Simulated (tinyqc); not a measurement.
Electromigration in a confined line: Blech product, Korhonen stress evolution and Black's law: one step, computed by the program tinyqc.

The electron wind pushes atoms from the cathode (x = 0) to the anode (x = L); blocking ends build a back stress (tension positive). The input rho is taken not to change with temperature. d sigma/dt = d/dx [kappa (d sigma/dx + G)], with zero flux at both ends and sigma = sigma_0 at t = 0.

Question. Steady state and Blech product. At steady state sigma(x) = sigma_0 + G (L/2 - x). A void forms only if the cathode stress reaches sigma_c, that is if j L exceeds (j L)_c = 2 Omega (sigma_c - sigma_0)/(Z* e rho). Time scale tau = L^2/kappa.

Inputs (values chosen for the exercise, close to those used for cobalt lines): resistivity rho = 10.2 micro-ohm cm; atomic volume Omega = 11.1 angstrom^3; effective charge number Z* = 2.3; critical stress sigma_c = 360 MPa; initial stress sigma_0 = 150 MPa; current density j = 1.8 MA/cm^2; line length L = 49 um; test temperature T = 290 C.

Start: thermal stress.

stress gradient G = 60.95200 MPa/um

kappa = 4.831017e-16 m^2/s

Constants: e = 1.602176634e-19 C.

Give: steady cathode stress; j L; critical product (j L)_c; tau.

Answer.

steady cathode stress = 1643 MPa

j L = 8820 A/cm

critical product (j L)_c = 1240 A/cm

tau = 1381 h

j L is 7.11 times the critical product: the line can fail. Caution: a steady stress above sigma_c is formal, since a void forms first.
